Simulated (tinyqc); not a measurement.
Worked calculation: Hubbard ring of 4 sites. One step of it, computed by the program tinyqc.

Task: Mean-field iteration 3. H(up) = T + U n(down), H(down) = T + U n(up); fill the lowest levels; n(new) = n + mixing (n(out) - n); E = tr T (rho up + rho down) + U sum n_up n_down of the output.

one-body matrix (hopping and site energies) (eV), lower triangle:
```
           1          2          3          4
1  -0.640000
2  -0.990000   0.360000
3   0.000000  -0.990000  -0.930000
4  -0.990000   0.000000  -0.990000  -0.640000
```

U = 10.100000 eV

electrons, up and down: 2  1

mixing = 0.200000

n(up) after iteration 2: 1 0.956974, 2 0.042728, 3 0.957756, 4 0.042542

n(down) after iteration 2: 1 0.005402, 2 0.462034, 3 0.005749, 4 0.782816

Give: levels, up; levels, down; energy; n(up) after iteration 3; n(down) after iteration 3.

Result:

levels, up (eV): -1.3029  -0.6957  5.3054  7.5288

levels, down (eV): -0.4622  0.6078  8.8446  9.3598

energy = -3.1435 eV

n(up) after iteration 3: 1 0.9582, 2 0.0434, 3 0.9594, 4 0.0390

n(down) after iteration 3: 1 0.0072, 2 0.3772, 3 0.0077, 4 0.8127
